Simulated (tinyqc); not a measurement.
Hydrogenic donor in a hard-walled well (variational): sweeps and comparisons. A value that a table varies takes the place of the one given here.

Trial function cos(pi z/L) exp(-r/lam), r measured from the donor at zi, walls at +/- L/2, one eps everywhere. Counted from the lowest subband, E(lam) = c/(m lam^2) - (q/eps) I0/I1, with I0 the integral of cos^2(pi z/L) exp(-2|z - zi|/lam) over the well and I1 the same with the factor (|z - zi| + lam/2); c = hbar^2/2m0, q = e^2/(4 pi eps0). The binding energy is -E at the minimum.

Constants: hbar^2/2m0 = 3.80998211 eV angstrom^2; e^2/(4 pi eps0) = 14.39964547 eV angstrom; Ry = 13.60569312 eV.

Parameters, chosen for this exercise (near those of GaN; shifted at random, so the results belong to these values and not to a real crystal):

| symbol | value | unit | meaning |
|---|---|---|---|
| m | 0.209 | m0 | mass |
| eps | 9.6 |  | dielectric constant |
| Ls | (4, 9, 25, 43, 95, 160, 318) | angstrom | widths |
| L | 52 | angstrom | well width |
| zi | 6 | angstrom | position of the donor from the centre |

## Width of the well

Ry* = 30.8549 meV
a* = 24.307 angstrom

Donor at the centre and at the wall (zi = L/2).

Binding:

| L (angstrom) | L/a* | centre (meV) | in Ry* | wall (meV) | in Ry* | centre/wall |
|---|---|---|---|---|---|---|
| 4 | 0.16 | 105.12 | 3.407 | 80.82 | 2.619 | 1.30 |
| 9 | 0.37 | 91.21 | 2.956 | 60.67 | 1.966 | 1.50 |
| 25 | 1.03 | 68.85 | 2.231 | 37.28 | 1.208 | 1.85 |
| 43 | 1.77 | 57.04 | 1.849 | 27.54 | 0.893 | 2.07 |
| 95 | 3.91 | 42.82 | 1.388 | 17.22 | 0.558 | 2.49 |
| 160 | 6.58 | 36.60 | 1.186 | 12.75 | 0.413 | 2.87 |
| 318 | 13.08 | 32.55 | 1.055 | 9.37 | 0.304 | 3.47 |

At the centre the binding falls from 3.41 to 1.06 Ry*, between the limits 4 and 1. At the wall it falls from 2.62 to 0.30 Ry*, towards 1/4: the wall forces a node through the donor, as in a 2p state. With this trial function, which underbinds wall donors by about a tenth, the wall donor drops below the bulk value between 25 and 43 angstrom. The ratio grows from 1.30 to 3.47. Widths under about 15 angstrom lie outside envelope theory and serve only to show the limit.

## Position of the donor

Fixed width; zi from the centre to the wall.

Binding:

| 2 zi/L | zi (angstrom) | lam (angstrom) | binding (meV) | in Ry* |
|---|---|---|---|---|
| 0.0 | 0.0 | 23.3 | 53.21 | 1.725 |
| 0.2 | 5.2 | 23.6 | 51.20 | 1.659 |
| 0.4 | 10.4 | 25.1 | 45.48 | 1.474 |
| 0.6 | 15.6 | 28.8 | 37.45 | 1.214 |
| 0.8 | 20.8 | 35.3 | 29.92 | 0.970 |
| 0.9 | 23.4 | 38.9 | 27.00 | 0.875 |
| 1.0 | 26.0 | 42.4 | 24.65 | 0.799 |

Uniform doping spreads the level over 28.56 meV, from 53.21 at the centre to 24.65 at the wall, while lam grows by 82 %. The slope is flat at the centre, which gives a peak in the density of donor states there, and steepest between 2 zi/L = 0.4 and 0.6.

## What each parameter does

The minimum over lam; Ry* = Ry m/eps^2. Each row changes one parameter from the base and keeps the others.

Results:

| case | binding (meV) | lam (angstrom) | binding/Ry* |
|---|---|---|---|
| base | 50.55 | 23.8 | 1.638 |
| m = 0.178 m0 | 45.62 | 27.1 | 1.736 |
| eps = 10.6 | 42.97 | 25.8 | 1.698 |
| L = 68 angstrom | 46.88 | 24.6 | 1.519 |
| zi = 3 angstrom | 52.54 | 23.4 | 1.703 |

The largest shifts from the base row, up to three for each result and ties (the steps differ in size, so this ranks the rows, not the parameters). binding (meV): eps -7.58, m -4.92, L -3.66. lam (angstrom): m +3.3, eps +2.0, L +0.8. binding/Ry*: L -0.119, m +0.098, zi +0.065.

(tinyqc, `OMP_NUM_THREADS=1 python tinyqc.py 1250630 1250631 out.jsonl`, Intel(R) Xeon(R) Processor @ 2.30GHz, 1 thread, shared host, about 0.03 s.)
